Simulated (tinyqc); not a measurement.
# Inversion-layer mobility, back-scattering and ballistic limit of a field-effect transistor, step by step

A worked calculation. Computed by tinyqc, a small Python program that keeps every step. Command: `OMP_NUM_THREADS=1 python tinyqc.py 3010155 3010156 out.jsonl mos walk`. One thread of a shared host (Intel(R) Xeon(R) Processor @ 2.30GHz), about 0.01 s of CPU time with the checks. Intermediate numbers are printed to about 5 digits and carried at full precision; extremes and crossings named in words are read from the listed rows.

The charge at the top of the source barrier is fixed by the gate; series resistance and short-channel effects are left out. F_j are Fermi integrals normalised to exp(eta) in the classical limit.

Inputs (values chosen for the exercise, modelled on a 4H-SiC n-channel):
```
quantity                                       value        unit
transport mass m                                0.31         m_0
valley degeneracy g_v                              3           -
weight w of the inversion charge                 0.5           -
permittivity eps                                 9.7           -
phonon mobility at 1 MV/cm and 300 K, mu_ph       98  cm^2/(V s)
roughness mobility at 1 MV/cm, mu_sr              51  cm^2/(V s)
Coulomb mobility at N_inv = 1e12/cm^2, mu_C       34  cm^2/(V s)
electrical oxide thickness t_inv                 4.3          nm
depletion charge N_dep                       2.4e+12      1/cm^2
gate overdrive V_G - V_T                        0.22           V
drain voltage V_D                               0.75           V
channel length L                                  15          nm
exponent a of the critical length               0.72           -
temperature T                                    400           K
```

Statistics at the top of the barrier: Fermi-Dirac.

Constants: eps_0 = 8.8541878128e-12 F/m; e = 1.602176634e-19 C; m_0 = 9.1093837015e-31 kg; k_B = 1.380649e-23 J/K; hbar = 1.054571817e-34 J s; k_B = 8.617333262e-05 eV/K.

## Charge and field

N_inv = 3.9 eps_0 (V_G - V_T)/(e t_inv); effective field E_eff = e (N_dep + w N_inv)/(eps eps_0).

inversion density N_inv = 1.1027e+12 1/cm^2

effective field E_eff = 0.55057 MV/cm

## Effective mobility

mu_phonon = mu_ph (E_eff/1 MV/cm)^(-0.3) (T/300 K)^(-1.75); mu_rough = mu_sr (E_eff/1 MV/cm)^(-2); mu_Coulomb = mu_C (N_inv/1e12 cm^-2) (T/300 K); Matthiessen's rule adds 1/mu.

phonon part = 70.850 cm^2/(V s)

roughness part = 168.25 cm^2/(V s)

Coulomb part = 49.989 cm^2/(V s)

effective mobility mu = 24.961 cm^2/(V s)

The Coulomb part is the lowest and holds 50 % of 1/mu.

## Ballistic limit

F_j(eta) = (1/Gamma(j + 1)) int_0^infinity x^j/(1 + exp(x - eta)) dx, F_0 = ln(1 + exp(eta)). Integrals over x = E/(k_B T) use 160 Gauss-Legendre points in u = sqrt(x) from 0 to sqrt(max(eta, 0) + 32). Ballistic channel: N_2D = g_v m k_B T/(pi hbar^2), U = e V_D/(k_B T); eta_F solves N_inv = (N_2D/2)[F_0(eta_F) + F_0(eta_F - U)]; v_T = sqrt(2 k_B T/(pi m)); I/W = e (N_2D/2) v_T [F_1/2(eta_F) - F_1/2(eta_F - U)]; injection velocity v_T F_1/2(eta_F)/F_0(eta_F).

N_2D = 1.3391e+13 1/cm^2

eta_F = -1.7202

thermal velocity v_T = 1.1158 1e7 cm/s

injection velocity = 1.1429 1e7 cm/s

ballistic current I/W = 201.91 microampere/micrometre

Degeneracy raises the injection velocity by a factor 1.02.

## Back-scattering

Mean free path lambda = (2 k_B T/e)(mu/v_T) F_0(eta_0)/F_-1/2(eta_0), with eta_0 from N_inv = N_2D F_0(eta_0); critical length l = L (1 + U)^(-a), an empirical rule; back-scattering r = l/(l + lambda). Then eta solves N_inv = (N_2D/2)[(1 + r) F_0(eta) + (1 - r) F_0(eta - U)] and I/W = e (N_2D/2) v_T (1 - r)[F_1/2(eta) - F_1/2(eta - U)]. Ballistic ratio: I over the ballistic current. Apparent mobility 1/(1/mu + 1/mu_B), mu_B = mu L/lambda.

eta_0 = -2.4554

mean free path lambda = 1.5686 nm

critical length l = 1.5811 nm

back-scattering coefficient r = 0.50198

current I/W = 66.417 microampere/micrometre

ballistic ratio = 0.32894

apparent low-field mobility = 22.598 cm^2/(V s)

L/lambda = 9.56, but at this drain voltage only the first 1.58 nm can return a carrier to the source, so the device works at 33 % of its ballistic limit. Caution: the current exceeds the long-channel drift law, so the empirical rule for l, meant for short channels, is too generous here.

## Channel length

The last column is the long-channel law e N_inv mu V/L with V = V_D - V_D^2/(2 V_ov) below pinch-off and V_ov/2 above, V_ov = V_G - V_T.

Currents (microampere/micrometre):
```
L (nm)        r     I/W  ballistic ratio  long-channel law
5       0.25149  120.19          0.59523            97.018
10      0.40191   85.55          0.42372            48.509
20      0.57337   54.28          0.26881            24.255
40      0.72884   31.35          0.15527            12.127
80      0.84316   16.99          0.08417             6.064
160     0.91491    8.87          0.04393             3.032
400     0.96413    3.64          0.01805             1.213
1000    0.98534    1.47          0.00730             0.485
```

The current scales as L^-0.99 at the long end and as L^-0.49 at the short end, where it reaches 60 % of the ballistic 202. At 1000 nm the model gives 3.04 times the long-channel law; the rule for l is a fit for short devices and fails wherever the model exceeds that law. Raising mu by 10 % at 20 nm raises I by 7.1 %.

## The mobility curve

The formulas are those given above.

Mobilities (cm^2/(V s)):
```
V_G - V_T (V)  N_inv (1/cm^2)  E_eff (MV/cm)  phonon  roughness  Coulomb   total
0.03               1.5037e+11         0.4617  74.690     239.21     6.82   6.088
0.06               3.0074e+11         0.4758  74.023     225.31    13.63  10.953
0.12               6.0147e+11         0.5038  72.762     200.92    27.27  18.052
0.20               1.0025e+12         0.5412  71.215     174.11    45.44  23.929
0.35               1.7543e+12         0.6113  68.659     136.46    79.53  29.013
0.50               2.5061e+12         0.6815  66.458     109.82   113.61  30.344
0.75               3.7592e+12         0.7983  63.376      80.02   170.42  29.288
1.00               5.0123e+12         0.9152  60.831      60.89   227.22  26.835
1.50               7.5184e+12         1.1490  56.818      38.63   340.83  21.543
```

The lowest part is Coulomb from 0.0300 to 0.200, phonon from 0.350 to 1.00, roughness at 1.50 V. The total peaks at 30 near E_eff = 0.68 MV/cm: screening lifts it at low density and the field presses it down at high density.

Checks made by the program: long channel and small V_D against the drift formula e N mu V_D/L (relative difference 7e-05).
